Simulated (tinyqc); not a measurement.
Solute along a frozen bar: binary melting diagram from solution models of liquid and solid. Computed by tinyqc, a small Python program. Command: `OMP_NUM_THREADS=1 python tinyqc.py 3008187 3008188 out.jsonl melt walk`. One thread of a shared host (Intel(R) Xeon(R) Processor @ 2.30GHz), about 0.01 s of CPU time with the checks.

x is the fraction of B. In a phase with interaction L: mu_A = G_A + R T ln(1 - x) + L x^2, mu_B = G_B + R T ln x + L (1 - x)^2. Melting: G(liquid) - G(solid) = H (1 - T/T_m) for each pure component.

Inputs (values chosen for the exercise, modelled on Si-Ge):
```
quantity                  value    unit
melting point T_A          1687       K
melting point T_B          1211       K
heat of melting H_A        50.4  kJ/mol
heat of melting H_B        37.2  kJ/mol
liquid interaction L_L      7.1  kJ/mol
solid interaction L_S       3.6  kJ/mol
dilute content c0 of B   0.0056       -
growth number V delta/D       1       -
```

Diagram: complete solid solution (lens).

Constants: R = 8.314462618 J/(mol K).

Method. At T_A, k0 = exp[(dG_B(T_A) + L_L - L_S)/(R T_A)]; van 't Hoff: m_L = -R T_A^2 (1 - k0)/H_A per unit fraction. Burton-Prim-Slichter: k_eff = k0/[k0 + (1 - k0) exp(-V delta/D)]. Freezing range of c0: |m_L| c0 |1 - k0|/k0. For the solid at frozen fraction f, relative to c0. Lever rule: k0/[1 - (1 - k0) f]. Scheil (no diffusion in the solid, mixed liquid): k (1 - f)^(k - 1), with k0 and with k_eff. One zone pass with a zone a tenth of the bar long: 1 - (1 - k0) exp(-10 k0 f).

partition coefficient k0 = 0.452519

effective coefficient k_eff = 0.692003

Ratio c_s/c0:
```
f    lever rule  Scheil, k0  Scheil, k_eff  one zone pass
0.0     0.45252      0.4525         0.6920        0.45252
0.1     0.47873      0.4794         0.7148        0.65179
0.3     0.54145      0.5501         0.7724        0.85914
0.5     0.62308      0.6614         0.8567        0.94302
0.7     0.73370      0.8748         1.0027        0.97695
0.8     0.80517      1.0922         1.1360        0.98534
0.9     0.89207      1.5963         1.4064        0.99068
```

All but the k_eff column start at k0 = 0.453. At f = 0.9 Scheil gives 1.60 against 0.892 for the lever rule, since the solid keeps what it took and the last liquid is richer in B. Scheil passes c0 at f = 0.765. Last over first value: 3.53 with k0 and 2.03 with k_eff, so faster growth gives the more even bar.
